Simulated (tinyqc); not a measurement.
Six-transistor SRAM cell, nodal equations and margins: one step of the calculation.

Two cross-coupled inverters (pull-down bn, pull-up bp) hold the nodes Q and QB; access transistors (ba, threshold VTn, gate on the word line at Vdd when selected) join them to the bit lines. Transistor (EKV form, voltages against the body): I = 2 n b Vt^2 [F(vp - Vs) - F(vp - Vd)] from drain to source, F(v) = ln^2(1 + exp(v/(2 Vt))), vp = (Vg - VT + sg |Vd - Vs|)/n. n-channel bodies are at 0; for the p-channel device all voltages are counted down from Vdd. b in uA/V^2 gives I in uA. For an access transistor the bit line is the drain and the node the source. In a read both bit lines are at Vdd. The cell is symmetric (no mismatch).

Task. Read current and disturbance. Iread = Ia(bit line at Vdd, source Q); cell ratio bn/ba; time to pull a bit line of 20 fF down by 0.1 V at that current.

Values chosen for this exercise: temperature T = 250 K; supply voltage Vdd = 1.2 V; slope factor n = 1.25; drain-induced barrier lowering sg = 0.097; n-channel threshold VTn = 0.27 V; gain factor of the pull-down transistor bn = 470 uA/V^2; gain factor of the access transistor ba = 240 uA/V^2.

Constants: q = 1.602176634e-19 C, kB = 1.380649e-23 J/K, Vt = kB T/q. Results are converted to the units shown.

(Q, QB) (V): Q 0.16504851, QB 1.1975786

Find: Iread; cell ratio; time.

Result.

Iread = 65.194 uA
cell ratio = 1.9583
time = 30.678 ps

Numbers from tinyqc (`OMP_NUM_THREADS=1 python tinyqc.py 2340003 2340004 out.jsonl`; about 0.1 s on one thread of a shared Intel Xeon 2.30GHz).
